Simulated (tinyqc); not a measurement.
Carrier lifetime of a p-type layer with SRH, radiative, Auger and surface recombination: lifetime against injection.

Uniform excess density dn = dp (no trapping), n = n0 + dn, p = p0 + dn, Boltzmann statistics, full ionisation. Surfaces enter as a rate 2 S dn/d, which holds while diffusion to them is fast.

ni = sqrt(Nc Nv) exp(-Eg/(2 Vt)), Eg in volts; majority density N/2 + sqrt(N^2/4 + ni^2), n0 p0 = ni^2; n1 = Nc exp(-Et/Vt), p1 = Nv exp((Et - Eg)/Vt); tn0 = 1/(sn vth Nt), tp0 = 1/(sp vth Nt). With e = n p - ni^2 = dn (n0 + p0 + dn): U_SRH = e/(tp0 (n + n1) + tn0 (p + p1)), U_rad = B e, U_Aug = (Cn n + Cp p) e, U_s = 2 S dn/d. Each tau is dn over its rate; tau = dn/U with U the sum.

Parameters, values chosen for the exercise; band and dielectric values close to those of silicon: temperature T = 300 K; band gap Eg = 1.14 eV; conduction-band density of states at T Nc = 2.76e19 cm^-3; valence-band density of states at T Nv = 2.68e19 cm^-3; radiative coefficient B = 4.63e-15 cm^3/s; acceptor density N = 3.1e15 cm^-3; Auger coefficient (two electrons) Cn = 2.9e-31 cm^6/s; Auger coefficient (two holes) Cp = 8.1e-32 cm^6/s; trap density Nt = 2.5e12 cm^-3; capture cross-section for electrons sn = 2e-14 cm^2; capture cross-section for holes sp = 2e-15 cm^2; thermal velocity (both carriers) vth = 1.9e7 cm/s; trap level below the conduction band Et = 0.27 eV; surface recombination velocity (both faces) S = 600 cm/s; sample thickness d = 1 um.

Constants: q = 1.602176634e-19 C, kB = 1.380649e-23 J/K, Vt = kB T/q. Results are converted to the units shown.

The same in every row: tau_s (s) = 8.333e-8.

Result of one run:
```
dn (cm^-3)  tau_SRH (s)  tau_rad (s)  tau_Aug (s)   tau (s)  radiative share (%)  largest path
1e11           3.782e-6      0.06967        1.284  8.154e-8             1.170e-4       surface
```

What becomes of these results when the excess density dn is changed from 1e11 to 1e13 cm^-3, all else the same?

Result of the changed run:
```
dn (cm^-3)  tau_SRH (s)  tau_rad (s)  tau_Aug (s)   tau (s)  radiative share (%)  largest path
1e13           3.807e-6      0.06945        1.262  8.155e-8             1.174e-4       surface
```

The whole series:
```
dn (cm^-3)  tau_SRH (s)  tau_rad (s)  tau_Aug (s)   tau (s)  radiative share (%)  largest path
1e11           3.782e-6      0.06967        1.284  8.154e-8             1.170e-4       surface
1e12           3.784e-6      0.06965        1.282  8.154e-8             1.171e-4       surface
1e13           3.807e-6      0.06945        1.262  8.155e-8             1.174e-4       surface
1e14           4.025e-6      0.06749        1.084  8.164e-8             1.210e-4       surface
1e15           5.684e-6      0.05268       0.3921  8.213e-8             1.559e-4       surface
1e16           9.734e-6      0.01649      0.01927  8.263e-8             5.011e-4       surface
1e17           1.134e-5     0.002095     2.597e-4  8.270e-8             0.003948       surface
1e18           1.155e-5     2.153e-4     2.685e-6  8.023e-8              0.03726       surface
1e19           1.158e-5     2.159e-5     2.694e-8  2.031e-8              0.09405         Auger
```

Surface recombination leads at dn = 1e11, Auger from 1e19 on. The total lifetime goes from 8.15e-8 through a maximum of 8.27e-8 (at dn = 1e17 among the rows listed) to 2.03e-8 s. tau_SRH goes from 3.78e-6 s (low-injection limit 3.78e-6 s) to 1.16e-5 s (high-injection limit tn0 + tp0 = 1.16e-5 s). Between the last two rows tau_rad goes as dn^(-1.00) and tau_Aug as dn^(-2.00); the radiative share rises from 1.17e-4 to 0.0940 %. For dn = 1e19 the carriers are degenerate, where B and the Auger coefficients no longer stay constant.

Computed by the program tinyqc: `OMP_NUM_THREADS=1 python tinyqc.py 2300028 2300029 out.jsonl`, one thread of a shared Intel Xeon 2.30GHz, about 0.01 s for the whole run.
